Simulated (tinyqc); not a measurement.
Inside a calculation. Model: reverse leakage of an n+-p junction: diffusion, generation, trap-assisted and band-to-band tunnelling.

Numbers from tinyqc (`OMP_NUM_THREADS=1 python tinyqc.py 2290167 2290168 out.jsonl`; about 0.01 s on one thread of a shared Intel Xeon 2.30GHz). Printed values are rounded; ~0 in a residual or rate marks an entry under 1e-11 of the largest of its column.

One-sided abrupt junction in the depletion approximation, x from the junction (0) to W on the p side, field F = F0 (1 - x/W). Flat quasi-Fermi levels, long p side. Traps generate through SRH with both lifetimes shortened by 1 + Gamma (Hurkx enhancement, form for moderate fields); band-to-band generation is local and needs a total bending above Eg.

Inputs (values chosen for the exercise); band and dielectric values close to those of silicon:
```
symbol,value,unit,meaning
T,400,K,temperature
Eg,1.12,eV,band gap
eps_r,11.7,,relative permittivity
Nc,4.34e19,cm^-3,conduction-band density of states at T
Nv,4.16e19,cm^-3,valence-band density of states at T
Na,1e18,cm^-3,acceptor density of the lighter side
Nd,5e19,cm^-3,donor density of the heavier side
tau,5e-7,s,SRH lifetime of both carriers at zero field
Et,0,eV,trap level above the intrinsic level
mt,0.27,m0,tunnelling mass
Dn,5.9,cm^2/s,electron diffusion coefficient on the lighter side
Ab,7.5e14,cm^-0.5 V^-2.5 s^-1,band-to-band prefactor
Bb,1.83e7,V/cm,band-to-band field constant
VR,1.4,V,reverse bias
```

Constants: q = 1.602176634e-19 C, kB = 1.380649e-23 J/K, hbar = 1.054571817e-34 J s, m0 = 9.1093837015e-31 kg, Vt = kB T/q, eps0 = 8.8541878128e-14 F/cm where lengths are in cm. Results are converted to the units shown.

Range of the model: The n+ side is degenerate, so Vbi from Boltzmann statistics is only a guide.

## Field, scales and diffusion current

ni = sqrt(Nc Nv) exp(-Eg/(2 Vt)), Eg in volts; Vbi = Vt ln(Na Nd/ni^2); W = sqrt(2 eps0 eps_r (Vbi + VR)/(q Na)); F0 = 2 (Vbi + VR)/W; FG = sqrt(24 mt m0 (kB T)^3)/(q hbar); J_diff = q ni^2 sqrt(Dn/tau)(1 - exp(-VR/Vt))/Na.

ni = 3.73768e12 cm^-3
Vbi = 0.996374 V
W = 55.6678 nm
F0 = 860.955 kV/cm
FG = 590.147 kV/cm
J_diff = 7.68875e-9 A/cm^2

## Generation rates across the layer

u = (Vbi + VR)(1 - x/W)^2, p = Na exp(-u/Vt), n = Nd exp((u - Vbi - VR)/Vt); G0 = ni^2 (1 - exp(-VR/Vt))/(tau (n + p + 2 ni cosh(Et/Vt))); Gamma = 2 sqrt(3 pi)(F/FG) exp((F/FG)^2); trap-assisted part G0 Gamma; G_bb = Ab F^2.5 exp(-Bb/F) with F in V/cm, zero unless Vbi + VR > Eg, and counted as zero under 1 cm^-3 s^-1. 12 equal steps.

```
point   x (nm)  F (kV/cm)     Gamma  G0 (cm^-3 s^-1)  G0 Gamma (cm^-3 s^-1)  G_bb (cm^-3 s^-1)
0       0.0000    860.955   75.2505       5.58810e11             4.20507e13         3.02953e20
1       4.6390    789.208   49.1005       3.67673e16             1.80529e18         3.52947e19
2       9.2780    717.462   32.7262       3.72287e18             1.21835e20         2.73650e18
3      13.9170    645.716   22.2423       3.73768e18             8.31344e19         1.23590e17
4      18.5559    573.970   15.3782       3.73768e18             5.74787e19         2.66428e15
5      23.1949    502.224   10.7803       3.73765e18             4.02929e19         2.00678e13
6      27.8339    430.477   7.62494       3.72358e18             2.83921e19         3.14532e10
7      32.4729    358.731   5.40066       2.11583e18             1.14269e19                 ~0
8      37.1119    286.985   3.78239       6.21905e16             2.35229e17                 ~0
9      41.7509    215.239   2.55797       2.15301e15             5.50733e15                  0
10     46.3899    143.492   1.58383       1.92711e14             3.05222e14                  0
11     51.0289     71.746  0.757571       4.52796e13             3.43025e13                  0
12     55.6678      0.000         0       2.79403e13                      0                  0
```

## Current components

Each current is q times the trapezoid sum of its rate; J adds J_diff; J_bb under 1e-8 of the sum is given as 0.

J_SRH = 1.55165e-6 A/cm^2
J_TAT = 2.56128e-5 A/cm^2
J_bb = 1.40945e-5 A/cm^2
J = 4.12667e-5 A/cm^2

A fine grid gives J = 3.853e-5 A/cm^2; the coarse sum is 7.1 % above it. On the fine grid the largest part is trap-assisted tunnelling (68.5 %). The simple estimate q ni W/(2 tau cosh(Et/Vt)) is 2.13 times the fine-grid J_SRH of 1.563e-6 A/cm^2, since near both edges n or p is large enough to quench generation.
